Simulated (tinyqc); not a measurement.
Frequency dispersion of an accumulation capacitance by border traps, distributed model: one step of the calculation.

Traps spread evenly through the insulator exchange electrons with the semiconductor by tunnelling, with tau(x) = t0 exp(2 ka x) at depth x from the interface. The admittance per area Y seen at depth x obeys dY/dx = -Y^2/(i w eps0 eox) + q Nb ln(1 + i w tau)/tau, with Y(0) = i w Cs and w = 2 pi f; the gate sees Y(tox) = G + i w C. Working variable y = Y/(i w), in uF/cm^2. Cox = eps0 eox/tox.

Task. Capacitance and conductance at the gate. Beyond xe the traps are ignored, so 1/y(tox) = 1/y(xe) + (tox - xe)/(eps0 eox); C = Re y, G/w = -Im y, loss tangent G/(w C).

Values chosen for this exercise; permittivity close to that of zirconium oxide: relative permittivity of the insulator eox = 22; insulator thickness tox = 3.4 nm; depth down to which the steps are taken xe = 1.6 nm.

Constants: eps0 = 8.8541878128e-14 F/cm where lengths are in cm. Results are converted to the units shown.

y at xe = 1.2933160-0.0291719i uF/cm^2

Find: y at the gate; C; G/w; loss tangent.

Result.

y at the gate = 1.1553-0.0233i uF/cm^2
C = 1.1553 uF/cm^2
G/w = 0.023276 uF/cm^2
loss tangent = 0.020147

Program tinyqc, `OMP_NUM_THREADS=1 python tinyqc.py 2202126 2202127 out.jsonl`; Intel Xeon 2.30GHz, shared host, one thread, about 0.3 s.
